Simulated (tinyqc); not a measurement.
Round nanowire with a gate all round, subbands and threshold shift from confinement: one step of the calculation.

Undoped body with a flat potential across it, hard walls, transport along x. Three valley pairs (g = 2 each) with the longitudinal mass along x, y or z. Non-parabolicity enters the subband edges through E (1 + al E) = gamma, so E = 2 gamma/(1 + sqrt(1 + 4 al gamma)); motion within a subband is taken as parabolic with the band-edge mass. Energies are counted from the bulk band edge.

Question. Lowest subbands. gamma = C (2 z/(t + dl))^2 (1/my + 1/mz)/2, z the zeros of the Bessel functions J_l (2.404826, 3.831706, 5.135622, 5.520078, ...), twofold for l > 0; the mean inverse mass is an approximation for anisotropic valleys, C = hbar^2/(2 m0). List the 6 lowest, labelled by valley axis and quantum numbers, with degeneracy g and N_k: N_k = g sqrt(2 mx m0 kB T/(pi hbar^2)).

Values chosen for this exercise; masses close to those of silicon:
```
symbol  value  unit                                                meaning
T         300     K                                            temperature
ml      0.902    m0                                      longitudinal mass
mt      0.189    m0                                        transverse mass
al          0  1/eV                                       non-parabolicity
t         5.3    nm                                               diameter
dl        0.3    nm  widening of the box by penetration into the insulator
```

Constants: q = 1.602176634e-19 C, kB = 1.380649e-23 J/K, hbar = 1.054571817e-34 J s, m0 = 9.1093837015e-31 kg, hbar^2/(2 m0) = 0.0380998212 eV nm^2. Results are converted to the units shown.

Wanted: E_k; g; N_k.

Answer.

```
subband  E_k (eV)  g  N_k (cm^-1)
y0,1      0.08993  2      4.041e6
z0,1      0.08993  2      4.041e6
x0,1       0.1487  2      8.828e6
y1,1       0.2283  4      8.082e6
z1,1       0.2283  4      8.082e6
x1,1       0.3775  4      1.766e7
```

Range of the model: For the strongly anisotropic y and z valleys the mean inverse mass serves only for l = 0; pairs with l > 0 really split widely.

Numbers from tinyqc (`OMP_NUM_THREADS=1 python tinyqc.py 2350046 2350047 out.jsonl`; about 0.2 s on one thread of a shared Intel Xeon 2.30GHz).
